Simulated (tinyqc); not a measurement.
Landau coefficients from the transition.

Inverse problem. u = a0 (T - T0) P^2 + be P^4 + ga P^6 (P in uC/cm^2, E in kV/cm, u in mJ/cm^3). Above the transition chi = Cw/(T - T0) with Cw = 1/(2 eps0 a0); at TC = T0 + be^2/(4 a0 ga) the polarisation jumps by sqrt(-be/(2 ga)). Find a0, be and ga.

Values chosen for this exercise:

| symbol | value | unit | meaning |
|---|---|---|---|
| T0 | 450 | K | Curie-Weiss temperature |

Constants: eps0 = 8.8541878128e-14 F/cm where lengths are in cm. Results are converted to the units shown.

TC = 480.967742 K
jump of P at TC = 20 uC/cm^2
Curie constant = 1.82162753e5 K

Answer. The Curie constant gives a0. At TC both u = 0 and du/dP = 0, which give ga = al/P^4 and be = -2 al/P^2 with al = a0 (TC - T0).

a0 = 0.0310 kV cm/(uC K)
be = -0.00480 kV cm^5/uC^3
ga = 6.00e-6 kV cm^9/uC^5

Numbers from tinyqc (`OMP_NUM_THREADS=1 python tinyqc.py 2860131 2860132 out.jsonl`; about 0.01 s on one thread of a shared Intel Xeon 2.30GHz).
